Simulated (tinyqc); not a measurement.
Worked calculation: three-level Kane dispersion of a narrow-gap semiconductor. Values are carried at full precision from step to step, so a last printed digit may differ when a step is redone from the rounded ones.

Zero of energy at Gamma8, c = hbar^2/2m0, P^2 = Ep c. The free-electron term and remote bands are left out, so the heavy holes are flat at E = 0 and the other three bands obey E (E - Eg)(E + Dso) = P^2 k^2 (E + 2 Dso/3). The conduction band is the highest root; its edge is Ec = max(Eg, 0).

Constants: hbar^2/2m0 = 3.80998211 eV angstrom^2; hbar = 6.58211957e-16 eV s; e^2/(4 pi eps0) = 14.39964547 eV angstrom; muB = 5.788381798e-05 eV/T.

Parameters, chosen for this exercise (near those of InAs; the results hold for these values, not for the real material):
```
symbol  value    unit        meaning
Eg      0.418    eV          E(Gamma6) - E(Gamma8)
Dso     0.37     eV          spin-orbit splitting
Ep      21       eV          Kane energy
k       0.011    1/angstrom  wave vector
n       1.9e+17  cm^-3       electron density
eps     12.3                 high-frequency dielectric constant
B       3.7      T           magnetic field
```

## The three bands at one k

Expand the equation into E^3 + a2 E^2 + a1 E + a0 = 0 and give its roots; compare with the two-level form (Dso to infinity) E = Eg/2 +/- sqrt(Eg^2/4 + (2/3) P^2 k^2).

P^2 k^2 = 0.009681 eV^2

a2, a1, a0: [-0.048000, -0.164341, -0.002388]

roots (eV): [-0.3742, -0.0146, 0.4368]

two-level form (eV): [-0.0149, 0.4329]

The two-level form misses the highest root by -3.9 meV. The order is normal: Gamma6 forms the conduction band.

## Mass at the edge and limiting velocity

m0* = Eg (Eg + Dso)/(Ep (Eg + 2 Dso/3)). In the two-level form the velocity tends to v = sqrt(2/3) P/hbar, and |Eg| = 2 m v^2 with m = 3 |Eg|/(2 Ep), as for a relativistic particle. 1 angstrom = 1e-10 m.

m0* = 0.02360 m0
P = 8.9448 eV angstrom
v = 1.110e+06 m/s
k at which the linear part sets in, |Eg|/(2 hbar v) = 0.02862 1/angstrom

## Fermi level and mass at a given density

Degenerate electrons at T = 0: kF = (3 pi^2 n)^(1/3), 1 cm^-3 = 1e-24 angstrom^-3; EF is the highest root at kF. The momentum (cyclotron, optical) mass is m(E) = hbar^2 k/(dE/dk) = c d(k^2)/dE with d(k^2)/dE = k^2 [1/E + 1/(E - Eg) + 1/(E + Dso) - 1/(E + 2 Dso/3)]; the density of states is k d(k^2)/dE/(2 pi^2).

Edge mass m0* = Eg (Eg + Dso)/(Ep (Eg + 2 Dso/3)).

Compare EF - Ec with the parabolic value c kF^2/m0*.

kF = 0.01779 1/angstrom
EF - Ec = 0.0464 eV
parabolic value = 0.0511 eV
m(EF) = 0.02830 m0
m(EF)/m0* = 1.199
density of states at EF = 6.692e+18 1/(eV cm^3)

The parabola overstates EF - Ec by a factor of 1.10; (EF - Ec)/|Eg| = 0.11, and the two-level rule 1 + 2 (EF - Ec)/|Eg| = 1.222 estimates the mass ratio.

## Plasma and cyclotron energies

hbar wp = sqrt(8 pi c (e^2/4 pi eps0) n/(eps m)), hbar wc = 2 muB B/m (classical limit), with m = m(EF) and, for comparison, the edge mass; n in angstrom^-3.

hbar wp with m(EF), with m0* (meV): [27.44, 30.04]

hbar wc with m(EF), with m0* (meV): [15.14, 18.15]

hbar wc is not small against EF - Ec = 46.4 meV, so fewer than ten Landau levels are filled and the classical value is only a guide.

## Checks

- Roots of the cubic against the 8 x 8 Kane matrix without remote terms: they agree to 1e-10 or better.
- m(E) near the edge against m0*: both 0.02360.

(tinyqc, `OMP_NUM_THREADS=1 python tinyqc.py 1050030 1050031 out.jsonl`, Intel(R) Xeon(R) Processor @ 2.30GHz, 1 thread, shared host, about 0.01 s.)
